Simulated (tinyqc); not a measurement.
Trap density and grain size from the barrier.

Problem. With all traps filled Vb = q Qt^2/(8 eps0 eps_r N), and in that limit the barrier is largest at N* = Qt/Lg. Find Qt, Lg and the depleted width Qt/N.

Parameters, values chosen for the exercise:

| symbol | value | unit | meaning |
|---|---|---|---|
| eps_r | 11.7 |  | relative permittivity of the semiconductor |

Constants: q = 1.602176634e-19 C, eps0 = 8.8541878128e-14 F/cm where lengths are in cm. Results are converted to the units shown.

barrier at N = 9.8e16 cm^-3 = 0.33338530 V
doping of the largest barrier = 3.25e16 cm^-3

Solution. The barrier gives Qt, and N* then gives Lg.

Qt = 1.300e12 cm^-2
Lg = 400.0 nm
depleted width = 132.7 nm

Program tinyqc, `OMP_NUM_THREADS=1 python tinyqc.py 2610023 2610024 out.jsonl`; Intel Xeon 2.30GHz, shared host, one thread, about 0.01 s.
